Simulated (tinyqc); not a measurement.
Exchange-split free-electron bands and tunnelling magnetoresistance: one step. Magnetoresistance. Five cases, with inputs chosen for the exercise.

Problem. From the T, and from the Julliere formula with P_k and with P_eff.

Barrier: kappa = sqrt(mb phi/c), c = hbar^2/2m0. With a = k1/m, b = k2/m, w = kappa/mb, the transmission at normal incidence is T(k1, k2) = 4 a b w^2/[w^2 (a + b)^2 + (w^2 + a^2)(w^2 + b^2) sinh^2(kappa d)]. Parallel: G_P = T(up, up) + T(dn, dn); antiparallel: G_AP = 2 T(up, dn); TMR = (G_P - G_AP)/G_AP. Julliere: TMR = 2 P^2/(1 - P^2). Slonczewski factor: P_eff = P_k (w^2 - a_up a_dn)/(w^2 + a_up a_dn), P_k = (k_up - k_dn)/(k_up + k_dn).

Give: TMR from T; P_k; P_eff; Julliere with P_k; Julliere with P_eff.

Case 1.

Values chosen: m = 1.16 m0 (mass in the electrodes); mb = 0.47 m0 (mass in the barrier).

T: up-up 0.0135165, dn-dn 0.00858813, up-dn 0.0107173

k_up, k_dn (1/angstrom): 1.502023  0.394051

kappa = 0.379910 1/angstrom

Solution.

TMR from T = 3.13 %
P_k = 0.5844
P_eff = 0.1141
Julliere with P_k = 103.70 %
Julliere with P_eff = 2.64 %

The interface factor is +0.195. The plain Julliere value lies 100.6 points above the result and the one with P_eff 0.49 points from it. Symmetry filtering in crystalline barriers, which gives far larger values, is outside this model.

Case 2.

Values chosen: m = 0.87 m0 (mass in the electrodes); mb = 0.62 m0 (mass in the barrier).

T: up-up 4.14140e-05, dn-dn 7.45352e-05, up-dn 5.55583e-05

k_up, k_dn (1/angstrom): 1.193687  0.437963

kappa = 0.371915 1/angstrom

Solution.

TMR from T = 4.35 %
P_k = 0.4632
P_eff = -0.1459
Julliere with P_k = 54.62 %
Julliere with P_eff = 4.35 %

The interface factor is -0.315: it reverses the sign of the tunnelling polarisation. The plain Julliere value lies 50.3 points above the result and the one with P_eff 0.00 points from it. Symmetry filtering in crystalline barriers, which gives far larger values, is outside this model.

Case 3.

Values chosen: m = 0.83 m0 (mass in the electrodes); mb = 0.56 m0 (mass in the barrier).

T: up-up 0.0121994, dn-dn 0.0255617, up-dn 0.0176173

k_up, k_dn (1/angstrom): 1.289680  0.537261

kappa = 0.345044 1/angstrom

Solution.

TMR from T = 7.17 %
P_k = 0.4118
P_eff = -0.1861
Julliere with P_k = 40.85 %
Julliere with P_eff = 7.18 %

The interface factor is -0.452: it reverses the sign of the tunnelling polarisation. The plain Julliere value lies 33.7 points above the result and the one with P_eff 0.01 points from it. Symmetry filtering in crystalline barriers, which gives far larger values, is outside this model.

Case 4.

Values chosen: m = 1.19 m0 (mass in the electrodes); mb = 1 m0 (mass in the barrier).

T: up-up 3.01985e-07, dn-dn 4.18647e-07, up-dn 3.55563e-07

k_up, k_dn (1/angstrom): 1.418257  0.958265

kappa = 0.625362 1/angstrom

Solution.

TMR from T = 1.34 %
P_k = 0.1936
P_eff = -0.0815
Julliere with P_k = 7.78 %
Julliere with P_eff = 1.34 %

The interface factor is -0.421: it reverses the sign of the tunnelling polarisation. The plain Julliere value lies 6.4 points above the result and the one with P_eff 0.00 points from it. Symmetry filtering in crystalline barriers, which gives far larger values, is outside this model.

Case 5.

Values chosen: m = 1.01 m0 (mass in the electrodes); mb = 0.95 m0 (mass in the barrier).

T: up-up 4.22784e-09, dn-dn 7.90841e-09, up-dn 5.78234e-09

k_up, k_dn (1/angstrom): 1.565922  0.463385

kappa = 0.597129 1/angstrom

Solution.

TMR from T = 4.94 %
P_k = 0.5433
P_eff = -0.1553
Julliere with P_k = 83.76 %
Julliere with P_eff = 4.94 %

The interface factor is -0.286: it reverses the sign of the tunnelling polarisation. The plain Julliere value lies 78.8 points above the result and the one with P_eff 0.00 points from it. Symmetry filtering in crystalline barriers, which gives far larger values, is outside this model.

Computed by tinyqc, one run a case: `OMP_NUM_THREADS=1 python tinyqc.py N N+1 out.jsonl` with N = 1681420, 1681686, 1681734, 1681756, 1682538; one thread of a shared Intel(R) Xeon(R) Processor @ 2.30GHz, about 0.01 s a run at most.
